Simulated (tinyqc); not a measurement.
# Tunnelling through a gate dielectric, WKB transmission and Tsu-Esaki current, step by step

Numbers from tinyqc (`OMP_NUM_THREADS=1 python tinyqc.py 2540023 2540024 out.jsonl`; about 0.02 s on one thread of a shared Intel Xeon 2.30GHz). Printed values are rounded.

Electrons leave the emitter at x = 0. Energies E (motion across the layers) are in eV from the emitter Fermi level; the collector Fermi level lies at -V and offers states at every E. No charge in the dielectric and no image force: F1 = V/t1, U = phi1 - F1 x. With C = hbar^2/(2 m0), kappa = sqrt(m (U - E)/C) where U > E and 0 elsewhere; T(E) = exp(-S), S = 2 times the integral of kappa over x.

Inputs (values chosen for the exercise); dielectric values close to those of silicon dioxide:
```
symbol,value,unit,meaning
T,350,K,temperature
Ef,4.1,eV,Fermi energy of the emitter above its band bottom
me,0.72,m0,emitter mass in the supply function
phi1,3.13,eV,barrier of layer 1 above the emitter Fermi level at zero bias
m1,0.52,m0,tunnelling mass of layer 1
t1,7.8,nm,thickness of layer 1
V,4.7,V,voltage across the dielectric
E,-0.11,eV,energy of the electron followed
nc,8,,cells in each layer
Ea,-0.32,eV,lower end of the energy grid
Eb,0.79,eV,upper end of the energy grid
nE,13,,points of the energy grid
```

Constants: q = 1.602176634e-19 C, kB = 1.380649e-23 J/K, hbar = 1.054571817e-34 J s, m0 = 9.1093837015e-31 kg, Vt = kB T/q, hbar^2/(2 m0) = 0.0380998212 eV nm^2. Results are converted to the units shown.

## Fields and band edges

F1 = V/t1, U = phi1 - F1 x.

F1 = 6.025641 MV/cm
U at x = t1 = -1.57 eV

## WKB exponent by the midpoint rule

Cut each layer into nc equal cells, take U and kappa at the cell centres, and sum S = 2 sum kappa h.

```
cell	x (nm)	U (eV)	kappa (1/nm)
0	0.487500	2.836250	6.341252
1	1.462500	2.248750	5.673893
2	2.437500	1.661250	4.916773
3	3.412500	1.073750	4.019483
4	4.387500	0.486250	2.852689
5	5.362500	-0.101250	0.345577
6	6.337500	-0.688750	0.000000
7	7.312500	-1.276250	0.000000
```

S = 47.09185
T(E) = 3.534027e-21

## WKB exponent in closed form

Each layer adds (2/F) sqrt(m/C) [G(u at its left edge) - G(u at its right edge)] to S, with u = U - E (0 where negative) and G(u) = (2/3) u^1.5. The slope follows from 1/d = -dS/dE.

S = 47.67527
T(E) = 1.971930e-21
energy d over which T(E) grows by a factor e = 0.045307 eV

The midpoint rule gives S = 47.092, so its T(E) is 79 % above this value. The band edge of layer 1 drops below E inside the layer: the barrier there is triangular (the Fowler-Nordheim case).

## Current density on a coarse energy grid

J = J0 times the integral of T(E) N(E) dE, N = ln[(1 + exp(-E/Vt))/(1 + exp((-E - V)/Vt))], J0 = q^2 me m0 kB T/(2 pi^2 hbar^3) (times 1e-4 for A/cm^2 per eV), by Simpson's rule on nE equally spaced points from Ea to Eb.

```
point	E (eV)	T(E)	N	T(E) N
0	-0.3200000	1.776728e-23	10.60987	1.885085e-22
1	-0.2275000	1.440195e-22	7.543466	1.086406e-21
2	-0.1350000	1.134455e-21	4.487343	5.090689e-21
3	-0.0425000	8.680492e-21	1.627740	1.412958e-20
4	0.0500000	6.449257e-20	0.1744238	1.124904e-20
5	0.1425000	4.650425e-19	0.008834268	4.108310e-21
6	0.2350000	3.253073e-18	4.131038e-4	1.343857e-21
7	0.3275000	2.206501e-17	1.923993e-5	4.245291e-22
8	0.4200000	1.450455e-16	8.959133e-7	1.299482e-22
9	0.5125000	9.235575e-16	4.171813e-8	3.852909e-23
10	0.6050000	5.692992e-15	1.942600e-9	1.105921e-23
11	0.6975000	3.395303e-14	9.045697e-11	3.071288e-24
12	0.7900000	1.957977e-13	4.212119e-12	8.247233e-25
```

J0 = 3.514272e8 A/(cm^2 eV)
J = 1.246105e-12 A/cm^2

The integrand peaks at E = -0.0425 eV among these points. A converged quadrature from -Ef to above the barrier gives 1.231e-12 A/cm^2; this grid is 1.2 % above that.
